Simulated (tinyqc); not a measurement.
Anisotropic elasticity and sound waves of a cubic crystal: one step, computed by the program tinyqc. Command: `OMP_NUM_THREADS=1 python tinyqc.py 3021663 3021664 out.jsonl cubicelastic walk`. One thread of a shared host (Intel(R) Xeon(R) Processor @ 2.30GHz), about 0.01 s of CPU time with the checks.

Voigt order 1..6 = xx, yy, zz, yz, xz, xy, with engineering shear strains. The rotated frame has x' as named, z' along the wafer normal and y' = z' x x'.

Question. Moduli along the axes of the frame. Invert C' to S'. E along x' = 1/S'11, along y' = 1/S'22; Poisson ratios nu(x'y') = -S'12/S'11 and nu(x'z') = -S'13/S'11; in-plane shear modulus 1/S'66.

Frame: (110) wafer, x' along [1-11].

C' (GPa):
```
          1         2         3         4         5         6
1  228.0800  145.2600  145.2600    0.0000    0.0000    0.0000
2  145.2600  219.5100  153.8300    0.0000    0.0000   12.1198
3  145.2600  153.8300  219.5100    0.0000    0.0000  -12.1198
4    0.0000    0.0000    0.0000   32.8400  -12.1198    0.0000
5    0.0000    0.0000    0.0000  -12.1198   24.2700    0.0000
6    0.0000   12.1198  -12.1198    0.0000    0.0000   24.2700
```

Give: E along x'; E along y'; nu(x'y'); nu(x'z'); in-plane shear modulus.

Answer.

E along x' = 115.04 GPa

E along y' = 83.418 GPa

nu(x'y') = 0.38908

nu(x'z') = 0.38908

in-plane shear modulus = 19.797 GPa

E differs between x' and y' by +37.9 %.
